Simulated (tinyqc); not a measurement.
Spin coating of a resist or spin-on film: centrifugal thinning, evaporation and the final thickness (Emslie and Meyerhofer models): one step, computed by the program tinyqc.

A Newtonian film stays uniform over the wafer; solvent and solids have the same density and the concentration is uniform through the thickness.

Task: First explicit step of the full model. omega = 2 pi f/60; nu(c) = nu_s + k c^gamma; evaporation rate e = e0 sqrt(f/1000 rpm). Solids s and liquid l per area start at s = c0 h0, l = (1 - c0) h0. With h = h0 and c = c0: Q = K h^3, K = 2 omega^2/(3 nu); one Euler step of length dt = 0.01 h0/Q for s and l, ds/dt = -c Q, dl/dt = -(1 - c) Q - e.

Inputs (values chosen for the exercise, of the order of those of a polymer resist in an ester solvent): solids volume fraction c0 = 0.26; starting thickness h0 = 700 micrometre.

flow constant K = 3.579161e-04 1/(micrometre^2 s)

evaporation rate e = 0.2939388 micrometre/s

Give: Q; dt; s; l; Q/e at the start.

Result:

Q = 1.228e+05 micrometre/s

dt = 5.702e-05 s

s = 180.18 micrometre

l = 512.8 micrometre

Q/e at the start = 4.177e+05
